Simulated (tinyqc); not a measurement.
## Index and thickness from Psi and Delta

Question. Air (index 1), film, substrate with N2 = n2 - i k2; time factor exp(+i w t). q_j = sqrt(N_j^2 - sin^2 th), root with positive real part. Fresnel coefficients r_s = (q_a - q_b)/(q_a + q_b), r_p = (N_b^2 q_a - N_a^2 q_b)/(N_b^2 q_a + N_a^2 q_b). tan(Psi) exp(i Delta) = R_p/R_s, Delta taken from 0 to 360 degrees. beta = 2 pi d q1/lam, X = exp(-2 i beta), R = (r01 + r12 X)/(1 + r01 r12 X) for p and s. The film is transparent, with 1.15 < n1 < 2.9 and d under half a period. Find n1, d and the period.

Parameters, values chosen for the exercise: wavelength lam = 546.1 nm; angle of incidence th = 75 degrees; index of the substrate n2 = 4.086; extinction coefficient of the substrate k2 = 0.031.

Psi = 19.494530 degrees
Delta = 68.085009 degrees

Answer. Two measured angles fix two unknowns; a search from many starts finds one solution in the range given. Thicker films with d plus a multiple of the period give the same angles.

n1 = 2.04
d = 27.0 nm
period = 152 nm

Program tinyqc, `OMP_NUM_THREADS=1 python tinyqc.py 2870199 2870200 out.jsonl`; Intel Xeon 2.30GHz, shared host, one thread, about 0.4 s.
